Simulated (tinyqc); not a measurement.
# Undoped gate-all-around wire MOSFET, analytic charge model: effects of single changes

An undoped round wire of radius R under an insulator shell and a surrounding gate; long channel, electrons only, n = ni exp((psi - V)/Vt) with V the quasi-Fermi potential (0 at the source, Vd at the drain), constant mobility, no quantisation. The radial Poisson equation gives n(r) = n(0)/(1 - (1 - b) r^2/R^2)^2 with b = Q0/(Q + Q0). Q is the electron charge per area of the wire surface.

Inputs (values chosen for the exercise); material values close to those of silicon:

| symbol | value | unit | meaning |
|---|---|---|---|
| T | 300 | K | temperature |
| Eg | 1.14 | eV | band gap |
| eps_r | 11.6 |  | relative permittivity of the semiconductor |
| Nc | 2.82e19 | cm^-3 | conduction-band density of states at T |
| Nv | 2.67e19 | cm^-3 | valence-band density of states at T |
| eox | 22.8 |  | relative permittivity of the gate insulator |
| tox | 3.4 | nm | insulator thickness |
| R | 4 | nm | wire radius |
| dphi | -0.19 | V | gate work function less that of the intrinsic body |
| mu | 100 | cm^2/(V s) | channel mobility |
| L | 1 | um | gate length |
| Vd | 1 | V | drain voltage |

Constants: q = 1.602176634e-19 C, kB = 1.380649e-23 J/K, Vt = kB T/q, eps0 = 8.8541878128e-14 F/cm where lengths are in cm. Results are converted to the units shown.

Each table varies one quantity; the others keep the values above.

## Effect of the gate work function less that of the intrinsic body

ni = sqrt(Nc Nv) exp(-Eg/(2 Vt)), Eg in volts; Cox = eps0 eox/(R ln(1 + tox/R)); Q0 = 4 eps0 eps_r Vt/R; V0 = dphi + Vt ln[8 eps0 eps_r Vt/(q ni R^2)]. Q solves Vg - V0 - V = Q/Cox + Vt ln(Q/Q0) + Vt ln(1 + Q/Q0). I = mu (2 pi R/L)[2 Vt (Qs - Qd) + (Qs^2 - Qd^2)/(2 Cox) + Vt Q0 ln((Qd + Q0)/(Qs + Q0))], with Qs at V = 0 and Qd at V = Vd.  I(low) is taken at Vg = 0.1 V, Qs and I(high) at Vg = 0.85 V.

Effect of the gate work function less that of the intrinsic body:

| dphi (V) | V0 (V) | I(low) (nA) | Qs(high) (nC/cm^2) | I(high) (uA) |
|---|---|---|---|---|
| -0.34 | 0.19905 | 0.36538 | 4160.1 | 3.1429 |
| -0.29 | 0.24905 | 0.053884 | 3788.3 | 2.6436 |
| -0.24 | 0.29905 | 0.0078127 | 3420.0 | 2.1907 |
| -0.19 | 0.34905 | 0.0011299 | 3055.8 | 1.7838 |
| -0.14 | 0.39905 | 1.6334e-4 | 2696.4 | 1.4225 |
| -0.09 | 0.44905 | 2.3612e-5 | 2343.0 | 1.1059 |
| -0.04 | 0.49905 | 3.4133e-6 | 1996.9 | 0.83332 |

As dphi goes from -0.34 to -0.04 V, I(low) falls from 0.365 to 3.41e-6 nA and I(high) falls from 3.14 to 0.833 uA. V0 rises from 0.199 to 0.499 V. In every row the surface density at the source at the higher gate voltage passes 0.3 Nc, where Boltzmann statistics fail. In every row the body is thin enough for quantum confinement, left out here, to raise the threshold.

## Effect of the insulator thickness

Same model as above.

The same in every row: V0 (V) = 0.3490.

Effect of the insulator thickness:

| tox (nm) | I(low) (nA) | Qs(high) (nC/cm^2) | I(high) (uA) |
|---|---|---|---|
| 1.1 | 0.001130 | 6889 | 3.709 |
| 1.6 | 0.001130 | 5189 | 2.878 |
| 2.4 | 0.001130 | 3873 | 2.211 |
| 3.4 | 0.001130 | 3056 | 1.784 |
| 4.9 | 0.001130 | 2423 | 1.444 |
| 7.1 | 0.001130 | 1951 | 1.184 |
| 10 | 0.001130 | 1625 | 1.001 |

As tox goes from 1.1 to 10 nm, I(low) stays near 0.00113 nA and I(high) falls from 3.71 to 1.00 uA. On average I(low) is independent of tox and I(high) goes as tox^(-0.59). Below threshold no voltage drops over the insulator in this long-channel model, so its thickness does not matter there. In every row the surface density at the source at the higher gate voltage passes 0.3 Nc, where Boltzmann statistics fail. In every row the body is thin enough for quantum confinement, left out here, to raise the threshold.

## Transfer curve and volume inversion

I = mu (2 pi R/L)[2 Vt (Qs - Qd) + (Qs^2 - Qd^2)/(2 Cox) + Vt Q0 ln((Qd + Q0)/(Qs + Q0))], with Qs at V = 0 and Qd at V = Vd. The drop is psi(surface) - psi(centre) at the source end; C = dQs/dVg, Cg = Cox, drop = 2 Vt ln(1 + Qs/Q0); gm = dI/dVg.

Transfer curve and volume inversion:

| Vg (V) | Qs (nC/cm^2) | drop (mV) | C/Cg | I (uA) | gm/I (1/V) |
|---|---|---|---|---|---|
| 0.05 | 0.002514 | 4.895e-4 | 1.185e-5 | 1.633e-7 | 38.68 |
| 0.14 | 0.08166 | 0.01590 | 3.848e-4 | 5.307e-6 | 38.67 |
| 0.22 | 1.777 | 0.3449 | 0.008255 | 1.163e-4 | 38.39 |
| 0.31 | 41.65 | 7.534 | 0.1474 | 0.003164 | 33.08 |
| 0.4 | 268.0 | 36.08 | 0.4569 | 0.03379 | 19.93 |
| 0.49 | 684.9 | 65.94 | 0.6524 | 0.1389 | 12.40 |
| 0.57 | 1148 | 86.44 | 0.7491 | 0.3220 | 8.957 |
| 0.66 | 1727 | 104.2 | 0.8135 | 0.6462 | 6.715 |
| 0.75 | 2343 | 118.1 | 0.8534 | 1.106 | 5.325 |

The current rises from 1.63e-7 to 1.11 uA. In the first row gm/I is 38.7 1/V, within 0.01 % of 1/Vt: with no depletion charge the whole body follows the gate, and the swing is ideal. The drop between surface and centre goes from 4.9e-4 to 118 mV and passes Vt at Vg = 0.4 V among the rows; below that the density varies across the body by less than a factor of e (volume inversion). C reaches 0.85 of Cg in the last row. For Vg = 0.4 to 0.75 V the surface density at the source passes 0.3 Nc, where Boltzmann statistics fail. In every row the body is thin enough for quantum confinement, left out here, to raise the threshold.

tinyqc, about 0.03 s, one thread, Intel Xeon 2.30GHz (shared host): `OMP_NUM_THREADS=1 python tinyqc.py 2460142 2460143 out.jsonl`
